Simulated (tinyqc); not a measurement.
The internal displacement: deformation potentials from a strained empirical pseudopotential.

Diamond lattice, no spin-orbit coupling. Atomic form factor V(q) = a1 (q^2 - a2)/(a3 exp(a4 q^2) - 1) in rydberg with q in 1/bohr, for the unstrained cell. Under a strain e the reciprocal vectors and k go over into (1 + e)^(-1) G, the atoms sit at +/- tau with tau = (1 + e) a (1,1,1)/8 - zeta a (eyz, ezx, exy)/4, and H(G,G') = c |k + G|^2 delta + (V(q)/det(1 + e)) cos(q.tau), q = G - G', with the term q = 0 left out; c = hbar^2/2m0. The basis is fixed before straining: all G with |k + G|^2 up to 16 (2 pi/a)^2. k is given in units of 2 pi/a of the unstrained cell.

Constants: hbar^2/2m0 = 3.80998211 eV angstrom^2; Ry = 13.60569312 eV; a0 (Bohr radius) = 0.5291772105 angstrom.

Values chosen for the exercise (out of a larger set: near those of Si; not measured data): a = 5.434 angstrom (lattice constant); A = (0.535, 2.172, 2.045, 0.493) (a1 (Ry bohr^2), a2 (1/bohr^2), a3, a4 (bohr^2)); h = 0.001 (size of the test strain).

Xu of L (level 5, the lowest empty one) and d from exy = eyz = ezx = h for several zeta: Xu = [E(L [111]) - E(L [1-1-1])]/((8/3) h), d = (single valence level - pair)/(3 sqrt(3) h). zeta = 0 strains the bonds with the lattice; zeta = 1 keeps all four bond lengths equal to first order.

Results:

| zeta | Xu (L) (eV) | d (eV) |
|---|---|---|
| 0.00 | 11.17 | 0.48 |
| 0.25 | 11.53 | -1.77 |
| 0.50 | 11.90 | -4.01 |
| 0.60 | 12.05 | -4.90 |
| 0.75 | 12.28 | -6.25 |
| 1.00 | 12.66 | -8.49 |

From zeta = 0 to 1, d goes from 0.48 to -8.49 eV and Xu (L) from 11.17 to 12.66 eV, both nearly linearly: the displacement is an optical-phonon mode, and d = d(0) - zeta d0/4 gives its deformation potential d0 = 36 eV. Leaving the relaxation out (zeta = 0 for 0.5) moves d by +4.49 eV, which reverses its sign, and Xu (L) by -0.74 eV. Tetragonal strain has no such freedom.

(tinyqc, `OMP_NUM_THREADS=1 python tinyqc.py 1851135 1851136 out.jsonl`, Intel(R) Xeon(R) Processor @ 2.30GHz, 1 thread, shared host, about 0.2 s.)
